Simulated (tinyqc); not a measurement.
From results back to parameters: BHZ model on a square lattice (one spin block). Four cases, with inputs chosen for the exercise.

Problem. Near Gamma E = -D k^2 -/+ sqrt(A^2 k^2 + (M - B k^2)^2), so the curvature of the upper band, E = |M| + c+ k^2, is c+ = -D + A^2/(2|M|) - B sign(M), and of the lower one c- = -D - A^2/(2|M|) + B sign(M). M and A are given; c+ and c- come from hidden B and D.

Find: D, B; order of the bands.

Method. The mean of the curvatures is -D; half their difference is A^2/(2|M|) - B sign(M). The bands are inverted where M/B > 0.

Case 1.

Values chosen (out of a larger set: of the size used for HgTe wells; not measured data): A = 3.76 eV angstrom; M = -0.024 eV (mass term).

c+, c- (eV angstrom^2): 284.433  -170.233

Solution.

D, B (eV angstrom^2): -57.1  -67.2

order of the bands: inverted

Case 2.

Values chosen (out of a larger set: of the size used for HgTe wells; not measured data): A = 3.42 eV angstrom; M = 0.0257 eV (mass term).

c+, c- (eV angstrom^2): 342.156  -249.556

Solution.

D, B (eV angstrom^2): -46.3  -68.3

order of the bands: normal

Case 3.

Values chosen (out of a larger set: of the size used for InAs / GaSb double wells; not measured data): A = 0.69 eV angstrom; M = -0.0228 eV (mass term).

c+, c- (eV angstrom^2): -52.459  99.659

Solution.

D, B (eV angstrom^2): -23.6  -86.5

order of the bands: inverted

Case 4.

Values chosen (out of a larger set: of the size used for HgTe wells; not measured data): A = 3.29 eV angstrom; M = -0.014 eV (mass term).

c+, c- (eV angstrom^2): 370.675  -261.675

Solution.

D, B (eV angstrom^2): -54.5  -70.4

order of the bands: inverted

Computed by tinyqc, one run a case: `OMP_NUM_THREADS=1 python tinyqc.py N N+1 out.jsonl` with N = 1480256, 1480267, 1480347, 1480394; one thread of a shared Intel(R) Xeon(R) Processor @ 2.30GHz, about 0.1 s a run at most.
